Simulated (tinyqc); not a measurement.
# Charge-trap memory cell: two studies

Channel, tunnel oxide, storage layer, blocking layer, gate. N electrons per area sit in a sheet at the centroid and shift the threshold by U = (q/eps0) N (tb/eb + xc tn/en). EOT = t1 + 3.9 (tn/en + tb/eb); tunnel field F = (Vg - U)/EOT; dN/dt = eta (J/q)(1 - N/Nm). Fowler-Nordheim: J = A F^2 exp(-B/F), A = q^2/(16 pi^2 hbar mo phi) (times 1e14 for A/cm^2 with F in V/nm, emitter mass m0), B = (4/3) sqrt(mo/C) phi^1.5, C = hbar^2/(2 m0).

Parameters, values chosen for the exercise; oxide values close to those of silicon dioxide, storage layer close to silicon nitride, blocking layer close to aluminium oxide:
```
symbol,value,unit,meaning
phi,3.17,eV,tunnel barrier
mo,0.48,m0,tunnelling mass
t1,5.1,nm,tunnel oxide (permittivity 3.9)
tn,6.5,nm,storage layer
en,7.6,,its relative permittivity
tb,10.5,nm,blocking layer
eb,9,,its relative permittivity
xc,0.68,,"charge centroid, share of tn counted from the blocking side"
eta,0.94,,capture efficiency of an empty layer
Nm,7e12,cm^-2,trap density
Vg,14.2,V,gate voltage less flat band and surface potential
```

Constants: q = 1.602176634e-19 C, hbar = 1.054571817e-34 J s, m0 = 9.1093837015e-31 kg, eps0 = 8.8541878128e-14 F/cm where lengths are in cm, hbar^2/(2 m0) = 0.0380998212 eV nm^2. Results are converted to the units shown.

Each table varies one quantity; the others keep the values above.

## Threshold shift against programming time

The rate equation is integrated from N = 0 to the digits shown; blocking field (3.9 F + q N/eps0)/eb.

Threshold shift against programming time:

| t (s) | N/Nm | U (V) | F (V/nm) | blocking field (V/nm) |
|---|---|---|---|---|
| 9.1e-6 | 0.02154 | 0.04769 | 1.090 | 0.4753 |
| 4e-5 | 0.08063 | 0.1786 | 1.080 | 0.4793 |
| 0.00018 | 0.2298 | 0.5088 | 1.054 | 0.4892 |
| 0.0008 | 0.4475 | 0.9909 | 1.017 | 0.5038 |
| 0.0035 | 0.6658 | 1.474 | 0.9800 | 0.5184 |
| 0.016 | 0.8529 | 1.889 | 0.9481 | 0.5309 |
| 0.07 | 0.9696 | 2.147 | 0.9282 | 0.5387 |
| 0.31 | 0.9998 | 2.214 | 0.9230 | 0.5407 |
| 1.4 | 1.000 | 2.214 | 0.9230 | 0.5407 |
| 6.1 | 1.000 | 2.214 | 0.9230 | 0.5407 |

Read the table: what changes, and by how much?

U rises from 0.0477 to 2.21 V, by 0.000 V a decade at the end. The traps are 100 % full, so filling caps the shift at 2.21 V.

## Effect of the gate voltage

Same model as above.

After 0.001 s.

Effect of the gate voltage:

| Vg (V) | N/Nm | U (V) | F (V/nm) | blocking field (V/nm) |
|---|---|---|---|---|
| 12.2 | 0.03044 | 0.06741 | 0.9343 | 0.4092 |
| 13.1 | 0.1623 | 0.3594 | 0.9811 | 0.4480 |
| 13.9 | 0.3871 | 0.8572 | 1.004 | 0.4897 |
| 14.8 | 0.6668 | 1.477 | 1.026 | 0.5385 |
| 15.6 | 0.8750 | 1.938 | 1.052 | 0.5791 |
| 16.5 | 0.9922 | 2.197 | 1.101 | 0.6169 |
| 17.3 | 1.000 | 2.214 | 1.162 | 0.6442 |
| 18.2 | 1.000 | 2.214 | 1.231 | 0.6742 |

U rises from 0.0674 to 2.21 V; the slope between neighbouring rows is at most 0.688 and 0 between the last two rows. In the upper rows it falls short of the 1 of a floating gate because capture weakens as the traps fill (100 % in the last row); where little charge has entered in the time given, the slope is small in any case. The blocking field reaches 6.74 MV/cm, where electrons may escape to the gate, which the model leaves out.

Range of the model: The Fowler-Nordheim form needs F t1 above phi; trap-assisted paths and leakage through the blocking layer are left out.

Program tinyqc, `OMP_NUM_THREADS=1 python tinyqc.py 2130122 2130123 out.jsonl`; Intel Xeon 2.30GHz, shared host, one thread, about 0.1 s.
